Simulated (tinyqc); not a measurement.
Threshold switch as oscillator and as selector in a crossbar: two steps of the calculation.

Off state: I = Ith sinh(V/V0)/sinh(Vth/V0) up to Vth. On state: V = Vh + I Ron down to the holding current Ih, at Vl = Vh + Ih Ron. Switching is instantaneous.

Inputs (values chosen for the exercise); values of the order of Ge-Sb-Te and related chalcogenides:
- Vth = 2 V (threshold voltage)
- Vh = 0.76 V (holding voltage)
- Ron = 0.32 kohm (on-state resistance)
- Ith = 0.21 uA (current at threshold)
- V0 = 0.26 V (voltage scale of the off-state sinh)
- Ih = 6.6 uA (holding current)
- C = 7.6 fF (capacitance across the switch)
- N = 512 (rows and columns of the array)
- Vs = 2.76 V (supply voltage)
- RL = 710 kohm (load resistance)

Question 1. Relaxation oscillation. With a load RL from Vs and C across the switch, it oscillates if the load line misses both branches: (Vs - Vl)/Ih < RL < (Vs - Vth)/Ith. Charging without leakage takes RL C ln[(Vs - Vl)/(Vs - Vth)]; discharging takes (RL || Ron) C ln[(Vth - Ve)/(Vl - Ve)], Ve = (Vs Ron + Vh RL)/(Ron + RL).

Give: Vl; smallest RL; largest RL; charging time; Ve; discharging time; frequency.

Answer 1.

Vl = 0.76211 V
smallest RL = 302.71 kohm
largest RL = 3619.0 kohm
charging time = 5.2154 ns
Ve = 0.76090 V
discharging time = 0.016848 ns
frequency = 191.12 MHz

With the off-state leakage included the charging takes 5.473 ns, 4.9 % above this value.

Question 2. Leakage in a crossbar. In an N x N array driven at Vs, the V/2 scheme puts Vs/2 on 2 (N - 1) cells; the V/3 scheme puts Vs/3 on all N^2 - 1 others, N - 1 of them on the selected row. Row leakage is (N - 1) I; wasted power is the number of cells times V I.

Give: I at Vs/2; row leakage, V/2; wasted power, V/2; I at Vs/3; row leakage, V/3; wasted power, V/3.

Answer 2.

I at Vs/2 = 19.346 nA
row leakage, V/2 = 9.8856 uA
wasted power, V/2 = 27.284 uW
I at Vs/3 = 3.2950 nA
row leakage, V/3 = 1.6838 uA
wasted power, V/3 = 794.67 uW

The V/3 scheme cuts the row leakage by 5.87 and raises the wasted power by a factor of 29.1.

Range of the model: Delay times, drift of Vth and line resistance are left out.

Numbers from tinyqc (`OMP_NUM_THREADS=1 python tinyqc.py 2490027 2490028 out.jsonl`; about 0.01 s on one thread of a shared Intel Xeon 2.30GHz).
